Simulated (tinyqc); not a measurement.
From results back to parameters: electrons shared among three sets of ellipsoidal valleys. Two cases, with inputs chosen for the exercise.

Problem. With Boltzmann statistics n(Delta4)/n(Delta2) = R exp(-dE/kB T), where R = N_2/N_1 does not depend on T. Two ratios were computed from hidden R and dE.

Constants: kB = 8.617333262e-05 eV/K.

Case 1.

Values chosen (out of a larger set: masses and offsets near those of Si; mobilities are free inputs, held fixed; not measured data): Ta = 300 K; Tb = 600 K.

ratio at Ta = 0.0125987
ratio at Tb = 0.158737

Case 2.

Values chosen (out of a larger set: masses and offsets near those of Si; mobilities are free inputs, held fixed; not measured data): Ta = 300 K; Tb = 450 K.

ratio at Ta = 0.0417930
ratio at Tb = 0.151733

Find: dE; R.

Solution. dE = kB ln(ratio_b/ratio_a)/(1/Ta - 1/Tb); then R = ratio_a exp(dE/kB Ta).

Case 1.

dE = 0.131 eV
R = 2.00

Case 2.

dE = 0.100 eV
R = 2.00

Computed by tinyqc, one run a case: `OMP_NUM_THREADS=1 python tinyqc.py N N+1 out.jsonl` with N = 1651195, 1651354; one thread of a shared Intel(R) Xeon(R) Processor @ 2.30GHz, about 0.01 s a run at most.
